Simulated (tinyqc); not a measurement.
# Front-illuminated p-i-n photodiode, quantum efficiency and bandwidth: what changes with what

Light enters through a p layer (0 to xp), a depleted layer (xp to xp + wi) and a thick n substrate, decaying as exp(-al x); one pass, no back reflection. Carriers made in the depleted layer are all collected; those in the neutral layers diffuse.

Values chosen for this exercise; values close to those of In0.53Ga0.47As at this wavelength:

| symbol | value | unit | meaning |
|---|---|---|---|
| lam | 1310 | nm | wavelength |
| al | 11400 | 1/cm | absorption coefficient |
| Rf | 0.1 |  | reflectance of the front face |
| eps_r | 14.6 |  | relative permittivity |
| xp | 0.16 | um | thickness of the front p layer |
| wi | 0.74 | um | thickness of the depleted layer |
| Dn | 35 | cm^2/s | electron diffusion coefficient in the p layer |
| Ln | 4.3 | um | electron diffusion length in the p layer |
| S | 100 | cm/s | recombination velocity of the front surface |
| Lp | 1.4 | um | hole diffusion length in the thick n substrate |
| ve | 6.66e6 | cm/s | electron drift velocity |
| vh | 4.81e6 | cm/s | hole drift velocity |
| dia | 73 | um | diameter |
| RL | 50 | ohm | load resistance |
| Cp | 40 | fF | parasitic capacitance |

Constants: q = 1.602176634e-19 C, h = 6.62607015e-34 J s, c = 299792458 m/s, eps0 = 8.8541878128e-14 F/cm where lengths are in cm. Results are converted to the units shown.

Each table varies one quantity; the others keep the values above.

## Efficiency and bandwidth against the thickness of the depleted layer

k = al Ln, s = S Ln/Dn, e = exp(-al xp); front layer f1 = (k/(k^2 - 1)) {[s + k - e (s cosh(xp/Ln) + sinh(xp/Ln))]/[s sinh(xp/Ln) + cosh(xp/Ln)] - k e}; depleted layer f2 = e (1 - exp(-al wi)); substrate f3 = e exp(-al wi) al Lp/(1 + al Lp); external efficiency (1 - Rf)(f1 + f2 + f3); responsivity = efficiency q lam/(h c). Drift response for pairs made in the depleted layer, a = al wi, g = 1 - exp(-a), u = 2 pi i f, te = wi/ve, th = wi/vh: electrons He = [g - a (exp(-a) - exp(-u te))/(u te - a)]/(u te g), holes Hh = [g - a (1 - exp(-a - u th))/(a + u th)]/(u th g); C = eps0 eps_r pi (dia/2)^2/wi + Cp; total |He + Hh|/sqrt(1 + (2 pi f RL C)^2), for the current of the depleted layer alone. Limits are the frequencies at which each factor falls to 1/sqrt(2); inverse-square sum (f_transit^-2 + f_RC^-2)^(-1/2); the diffusion currents f1 and f3 are left out of the bandwidth.

Efficiency and bandwidth against the thickness of the depleted layer:
columns A: wi (um); B: f2; C: f1 + f3; D: responsivity (A/W); E: transit limit (GHz); F: RC limit (GHz); G: 3 dB bandwidth (GHz); H: inverse-square sum (GHz); I: bandwidth x (1 - Rf) f2 (GHz)
```
A            B       C       D      E       F       G       H        I
0.092  0.08297  0.6279  0.6760  330.8  0.5376  0.5376  0.5376  0.04014
0.16    0.1389  0.5935  0.6965  191.1  0.9303  0.9303  0.9303   0.1163
0.26    0.2137  0.5475  0.7239  118.4   1.501   1.501   1.501   0.2887
0.44    0.3287  0.4769  0.7660  70.73   2.507   2.505   2.505   0.7410
0.74    0.4748  0.3870  0.8196  42.78   4.128   4.102   4.109    1.753
1.2     0.6211  0.2971  0.8731  26.94   6.485   6.245   6.304    3.491
2.1     0.7572  0.2134  0.9230  15.76   10.69   8.538   8.849    5.819
3.5     0.8179  0.1761  0.9452  9.464   16.36   7.943   8.192    5.846
5.9     0.8323  0.1673  0.9505  5.434   24.17   5.260   5.302    3.940
```

What does the table show?

As wi goes from 0.092 to 5.9, the responsivity rises from 0.676 to 0.950 A/W and the bandwidth goes from 0.538 through a maximum of 8.54 (at wi = 2.1 among the rows listed) to 5.26 GHz. The RC limit is the lower one for wi = 0.092, 0.16, 0.26, 0.44, 0.74, 1.2, 2.1, the transit limit elsewhere. Adding inverse squares of the two limits is within 3.6 % of the full result. The product of bandwidth and fast efficiency goes from 0.0401 through a maximum of 5.85 (at wi = 3.5 among the rows listed) to 3.94 GHz. For wi = 0.092, 0.16, 0.26, 0.44, 0.74, 1.2 the diffusion currents exceed 0.3 of the drift current; their own response times, left out, may then shape the whole response.

## Efficiency and bandwidth against the absorption coefficient

Same model as above.

lam is held fixed while al varies.

The same in every row: RC limit (GHz) = 4.128.

Results:
columns A: al (1/cm); B: f2; C: f1 + f3; D: responsivity (A/W); E: transit limit (GHz); F: 3 dB bandwidth (GHz); G: inverse-square sum (GHz); H: bandwidth x (1 - Rf) f2 (GHz)
```
A             B         C         D      E      F      G         H
30     0.002216  0.004651  0.006530  40.87  4.099  4.107  0.008177
90     0.006628   0.01378   0.01941  40.89  4.099  4.107   0.02445
300     0.02185   0.04402   0.06264  40.92  4.099  4.107   0.08061
900     0.06351    0.1175    0.1721  41.03  4.099  4.107    0.2343
3000     0.1898    0.2726    0.4397  41.41  4.100  4.107    0.7001
9000     0.4210    0.3821    0.7637  42.41  4.101  4.108     1.554
90000    0.2366    0.7629    0.9505  43.36  4.104  4.109    0.8739
3e5    0.008230    0.9911    0.9503  40.39  4.100  4.106   0.03037
```

Estimate the missing row, al = 30000 1/cm.

Computed row:
columns A: al (1/cm); B: f2; C: f1 + f3; D: responsivity (A/W); E: transit limit (GHz); F: 3 dB bandwidth (GHz); G: inverse-square sum (GHz); H: bandwidth x (1 - Rf) f2 (GHz)
```
A           B       C       D      E      F      G      H
30000  0.5516  0.4353  0.9385  44.61  4.104  4.110  2.037
```

With this row back in the table: As al goes from 30 to 3e5, the responsivity rises from 0.00653 to 0.950 A/W and the bandwidth stays near 4.10 GHz. The RC limit is the lower one in every row. Adding inverse squares of the two limits is within 0.19 % of the full result. In every row the diffusion currents exceed 0.3 of the drift current; their own response times, left out, may then shape the whole response.

Numbers from tinyqc (`OMP_NUM_THREADS=1 python tinyqc.py 2250025 2250026 out.jsonl`; about 0.01 s on one thread of a shared Intel Xeon 2.30GHz).
